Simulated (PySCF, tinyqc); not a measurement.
Worked calculation: CCSD on RHF in the sto-3g basis, for Be, spin multiplicity 1. The lowest restricted solution is unstable here: a spin-polarised one lies 0.0012 hartree lower (PySCF). One step of it, computed by the program tinyqc.

Problem. Orthogonalisation. S = U s U^T; symmetric (Loewdin) form X = U s^(-1/2) U^T, so that X^T S X = 1.

overlap S, lower triangle:
```
           1Be 1s    1Be 2s   1Be 2px   1Be 2py   1Be 2pz
1Be 1s   1.000000
1Be 2s   0.259517  1.000000
1Be 2px  0.000000  0.000000  1.000000
1Be 2py  0.000000  0.000000  0.000000  1.000000
1Be 2pz  0.000000  0.000000  0.000000  0.000000  1.000000
```

Give: eigenvalues of S; X.

Solution.

eigenvalues of S: 0.7405  1.0000  1.0000  1.0000  1.2595

X, lower triangle:
```
          1Be 1s  1Be 2s  1Be 2px  1Be 2py  1Be 2pz
1Be 1s    1.0266
1Be 2s   -0.1355  1.0266
1Be 2px   0.0000  0.0000   1.0000
1Be 2py   0.0000  0.0000   0.0000   1.0000
1Be 2pz   0.0000  0.0000   0.0000   0.0000   1.0000
```
